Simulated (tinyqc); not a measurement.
What moves the results: model-solid line-up of a strained alloy layer on a substrate. A value that a table varies takes the place of the one given here.

All values of the alloy are linear in x but the gap, Eg(x) = (1 - x) Eg_A + x Eg_B - C x (1 - x), and the valence edge, Ev(x) = (1 - x) Ev_A + x Ev_B + fv C x (1 - x); Ec = Ev + Eg. Ev is the top of the unstrained valence band on a scale common to all materials. In the layer only the Gamma valley of the conduction band is followed, also where an X or L valley would lie lower.

Coherent growth on a (001) face: e_par = (a_s - a)/a, e_perp = -2 (C12/C11) e_par; exx = eyy = e_par, ezz = e_perp, no shear.

Strained edges: Ec + ac tr(e); the valence edges are Ev plus the levels of the 6 x 6 matrix of X, Y, Z times spin with -Dso/3 + l exx + m (eyy + ezz) on the diagonal (cyclic), n exy off it, l = av + 2 b, m = av - b, n = sqrt(3) d. Spin-orbit term (Dso/3) L.sigma on X, Y, Z with (L_k)_ij = -i epsilon_kij: <X+|H|Y+> = -i Dso/3, <X+|H|Z-> = Dso/3, <Y+|H|Z-> = -i Dso/3, <Z+|H|X-> = -Dso/3, <Z+|H|Y-> = i Dso/3, <X-|H|Y-> = i Dso/3, and their conjugates; + and - are the spin along z.

dEc = Ec(substrate) - Ec(layer), dEv = Ev(layer) - Ev(substrate); positive values confine the carrier in the layer. Type I: both of one sign; type II: opposite signs; type III: the gaps do not overlap.

Coherent growth: e_par = (a_s - a)/a. (001): e_perp = -2 (C12/C11) e_par; exx = eyy = e_par, ezz = e_perp, no shear. (111): e_perp = -(2 C11 + 4 C12 - 4 C44)/(C11 + 2 C12 + 4 C44) e_par; exx = eyy = ezz = (2 e_par + e_perp)/3 and exy = eyz = ezx = (e_perp - e_par)/3. (110): e_perp = -(C11 + 3 C12 - 2 C44)/(C11 + C12 + 2 C44) e_par; exx = eyy = (e_par + e_perp)/2, ezz = e_par, exy = (e_perp - e_par)/2, eyz = ezx = 0.

Parameters, chosen for this exercise (A near InP, B near GaP, substrate near GaAs; the results hold for these values, not for the real material): a = (5.864, 5.443) angstrom (lattice constant of A, B); Eg = (1.433, 2.854) eV (gap at Gamma to the s-like level of A, B); Dso = (0.108, 0.08) eV (spin-orbit splitting of A, B); Ev = (-0.95, -1.28) eV (top of the unstrained valence band of A, B); ac = (-5.98, -8.17) eV (conduction deformation potential of A, B); av = (0.6, 1.69) eV (valence hydrostatic potential of A, B); b = (-1.97, -1.6) eV (tetragonal shear potential of A, B); d = (-4.97, -4.59) eV (trigonal shear potential of A, B); C11 = (101.2, 141) GPa (of A, B); C12 = (56.2, 61.8) GPa (of A, B); C44 = (45.6, 70.3) GPa (of A, B); C = 0.747 eV (bowing of the gap); fv = 0 (share of the bowing taken by the valence edge); a_s = 5.649 angstrom (substrate); Eg_s = 1.522 eV (lowest gap of the substrate); Ev_s = -0.8 eV (substrate valence edge); face = 001 (growth face); x = 0.26 (fraction of B).

## Composition against offsets

Each composition is strained to the same substrate.

Results:

| x | e_par (%) | relaxed gap (eV) | strained gap (eV) | valence splitting (meV) | dEc (eV) | dEv (eV) | type |
|---|---|---|---|---|---|---|---|
| 0.10 | -2.97 | 1.508 | 1.577 | 63 | 0.028 | -0.083 | II |
| 0.21 | -2.19 | 1.607 | 1.674 | 58 | -0.001 | -0.152 | I |
| 0.33 | -1.33 | 1.737 | 1.788 | 49 | -0.044 | -0.222 | I |
| 0.44 | -0.52 | 1.874 | 1.898 | 29 | -0.094 | -0.282 | I |
| 0.56 | 0.37 | 2.045 | 1.997 | 29 | -0.160 | -0.314 | I |
| 0.67 | 1.20 | 2.220 | 2.046 | 102 | -0.232 | -0.293 | I |
| 0.79 | 2.13 | 2.432 | 2.105 | 183 | -0.321 | -0.262 | I |
| 0.90 | 2.99 | 2.645 | 2.167 | 255 | -0.413 | -0.232 | I |

The alloy matches the substrate at x = 0.511, where the top valence edge changes its character and the splitting passes through zero. The strained gap runs from 1.577 to 2.167 eV, against 1.508 to 2.645 eV for the relaxed alloy: strain takes back part of the change that the composition makes. Strains above 2 % can be kept only in layers of a few nanometres. The type changes: II to I between x = 0.10 and 0.21. Offsets below about 50 meV are within the spread of parameter sets, so those rows do not settle the type. Where the alloy is indirect its X or L edge, left out, lies lower and sets the real gap and dEc.

## The same layer on three faces

Composition and substrate are kept.

Results:

| face | e_perp (%) | tr(e) (%) | shift of Ec (meV) | shift of Ev (meV) | valence splitting (meV) | gap (eV) |
|---|---|---|---|---|---|---|
| (001) | 1.896 | -1.772 | 116.1 | 54.2 | 55.2 | 1.7206 |
| (111) | 1.036 | -2.632 | 172.4 | 57.5 | 56.8 | 1.7737 |
| (110) | 1.211 | -2.457 | 160.9 | 63.8 | 70.4 | 1.7559 |

The layer yields most along the normal on (001) and least on (111), so the volume change, and with it the shift of Ec, is largest on (111). The valence splitting, set by b on (001), by d on (111) and by both on (110), is largest on (110). The gaps span 53 meV, from (001) to (111).

## What each parameter does

Strained gap, valence splitting and offsets. Each row changes one parameter from the base and keeps the others.

Results:

| case | gap (eV) | splitting (meV) | dEc (eV) | dEv (eV) |
|---|---|---|---|---|
| base | 1.7206 | 55.2 | -0.0170 | -0.1816 |
| x = 0.24 | 1.7019 | 56.4 | -0.0102 | -0.1697 |
| a_s = 5.669 angstrom | 1.7088 | 52.2 | 0.0050 | -0.1918 |
| C = 0.847 eV | 1.7013 | 55.2 | 0.0022 | -0.1816 |
| fv = 0.2 | 1.7206 | 55.2 | -0.0457 | -0.1528 |
| Ev_s = -0.75 eV | 1.7206 | 55.2 | 0.0330 | -0.2316 |
| av = (0.69, 1.943) eV | 1.7229 | 55.2 | -0.0170 | -0.1839 |
| d = (-5.716, -5.278) eV | 1.7206 | 55.2 | -0.0170 | -0.1816 |
| b = (-2.266, -1.84) eV | 1.7101 | 56.8 | -0.0170 | -0.1711 |

The largest shifts from the base row, up to three for each result and ties (the steps differ in size, so this ranks the rows, not the parameters). gap (eV): C -0.0192, x -0.0187, a_s -0.0117; unchanged at the printed digits by fv, Ev_s and d. splitting (meV): a_s -2.9, b +1.6, x +1.2; unchanged at the printed digits by C, fv, Ev_s, av and d. dEc (eV): Ev_s +0.0500, fv -0.0287, a_s +0.0220; unchanged at the printed digits by av, d and b. dEv (eV): Ev_s -0.0500, fv +0.0287, x +0.0118; unchanged at the printed digits by C and d.

(tinyqc, `OMP_NUM_THREADS=1 python tinyqc.py 1050373 1050374 out.jsonl`, Intel(R) Xeon(R) Processor @ 2.30GHz, 1 thread, shared host, about 0.01 s.)
